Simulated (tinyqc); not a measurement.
CIS on RHF in the 6-311g basis, for He, spin multiplicity 1, step by step. One step of it, computed by the program tinyqc.

Task: CIS matrix, triplets. A(ia,jb) = (e_a - e_i) d_ij d_ab - (ij|ab).

orbital energies (hartree): MO1 -0.916871, MO2 0.829434, MO3 6.313546

Two-electron integrals over orbitals (pq|rs), unique and non-zero (hartree):
```
(11|11) 1.026153    (21|11) -0.277318   (21|21) 0.146549    (22|11) 0.659589
(22|21) -0.113630   (22|22) 0.506646    (31|11) -0.173910   (31|21) 0.125599
(31|22) -0.078781   (31|31) 0.216548    (32|11) 0.229495    (32|21) -0.120916
(32|22) 0.102674    (32|31) -0.148688   (32|32) 0.127591    (33|11) 1.176980
(33|21) -0.380997   (33|22) 0.727303    (33|31) -0.386668   (33|32) 0.380658
(33|33) 1.599956
```

Give: CIS matrix A, triplet.

Result:

CIS matrix A, triplet (hartree):
```
        1>2     1>3
1>2   1.087  -0.229
1>3  -0.229   6.053
```
